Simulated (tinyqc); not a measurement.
Changing the impurity potential U: Koster-Slater impurity in a tight-binding band, by Green functions and by supercells. Computed by tinyqc, a small Python program. Command: `OMP_NUM_THREADS=1 python tinyqc.py 3026682 3026683 out.jsonl kosterslater sweep`. One thread of a shared host (Intel(R) Xeon(R) Processor @ 2.30GHz), about 0.08 s of CPU time with the checks.

One orbital per site, e(k) = -2 t sum cos(k_i) over 3 direction(s), band from -6 t to 6 t, lattice constant 1. One site has the extra energy U. Spin is left out.

Inputs (values chosen for the exercise, for a model band):
```
quantity                  value      unit
hopping t                  0.94        eV
supercell edge N              3     sites
energy inside the band E  -4.06        eV
broadening eta            0.075        eV
impurity concentration c   0.01  per site
```

Lattice: simple cubic.

Constants: hbar = 6.582119569e-16 eV s.

Method:
- Outside the band G0(E) = (1/pi) int_0^pi dk (2/(pi z)) K(16 t^2/z^2), z = E + 2 t cos k, K the complete elliptic integral with parameter m; 200 Gauss-Legendre points.
- A bound state solves 1/U = G0(E).
- Bisection in ln(distance from the edge) between 1e-5 t and |U| + t. Weight on the impurity site: -1/(U^2 dG0/dE), by a central difference with step min(1e-4 t, distance/30). Decay length along an axis: 1/arccosh(1 + distance/(2 t)).
- Inside the band G0(z), z = E + i eta, comes from the chain form 1/(sqrt(y - 2t) sqrt(y + 2t)) (principal roots) at y = z + 2 t cos k + 2 t cos k', averaged over k and k' in (0, pi) with 200 Gauss-Legendre points each.
- T = U/(1 - U G0); phase shift delta = -arg(1 - U G0) in (-pi, pi]; host density of states -Im G0/pi; on the impurity -Im[G0/(1 - U G0)]/pi; lifetime of a band state hbar/(-2 c Im T).
- In a periodic cell of N sites along each direction with Bloch vector K, the level solves 1/U = N^-d sum_k 1/(E - e(k)), k_i = (2 pi m_i + K_i)/N, m_i = 0..N-1; the outermost root on the side of U is taken (bisection). d is the number of directions. Gamma means K_i = 0, the zone corner K_i = pi, the quarter point K_i = pi/2.
- The error is measured against the isolated level E_b.

One run for each value; columns: (1) impurity potential U (eV); (2) distance from the band edge (eV); (3) weight on the impurity site; (4) decay length (sites); (5) scattering lifetime (fs); (6) width between Gamma and the corner (eV):
```
(1)        (2)      (3)     (4)     (5)      (6)
-28.20  22.749  0.99327  0.3063  19.535  0.01275
-21.80  16.405  0.98865  0.3372  18.334  0.02157
-16.80  11.479  0.98067  0.3775  16.836  0.03704
-13.00   7.774  0.96705  0.4311  15.053  0.06391
-10.00   4.905  0.94228  0.5110  12.906  0.11437
-7.75    2.828  0.89764  0.6375  10.557  0.20913
-5.99    1.314  0.80695  0.8908   8.080  0.40390
-4.62    0.329  0.58560  1.7145   5.853  0.77378
```

Describe and explain the trends.

Over the rows, distance from the band edge (eV) falls from 22.7 to 0.329; weight on the impurity site falls from 0.993 to 0.586; decay length (sites) rises from 0.306 to 1.71. In three dimensions binding starts at |U| = 3.957 t, quadratically in the excess. For large |U| the scattering lifetime tends to that of a site cut out of the lattice, T = -1/G0. The supercell width shrinks as the state tightens. Left out: -3.57 (U is too weak to bind a state, or binds it by less than 1e-5 t).
